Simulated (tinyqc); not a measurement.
A ladder of methods, and size consistency: correlation methods against full CI in the sto-3g basis, for BeH2, spin multiplicity 1. Computed by the program tinyqc with PySCF. 

Geometry (angstrom):
```
atom       x        y       z
Be    0.0000   0.0000  0.0000
H     0.0000   1.3180  0.0000
H     0.0000  -1.3180  0.0000
```

RHF energy of one = -15.560736 hartree

All electrons correlated; +Q is the Davidson correction (1 - c0^2) E_corr. The last columns treat two copies 100 angstrom apart as one system. FCI is the lowest singlet.

Correlation energies (hartree):
```
method   E_corr of one  share of FCI (%)  E_corr of two at 100 angstrom  two minus twice one (mhartree)
MP2           -0.02298            66.584                       -0.04595                           0.000
CISD          -0.03377            97.863                       -0.06592                           1.624
CISD+Q        -0.03463           100.339                       -0.06901                           0.244
CCSD          -0.03412            98.878                       -0.06824                           0.000
CCSD(T)       -0.03433            99.477                       -0.06866                           0.000
FCI           -0.03451           100.000                              -                               -
```

MP2 recovers 67 %, CISD 97.9 % and CCSD 98.9 % of the FCI value (c0^2 = 0.975 in CISD). MP2 and coupled cluster are size consistent, so their last column vanishes; CISD loses 1.62 mhartree, since a double excitation on each copy is a quadruple of the pair, and the Davidson correction leaves +0.24.
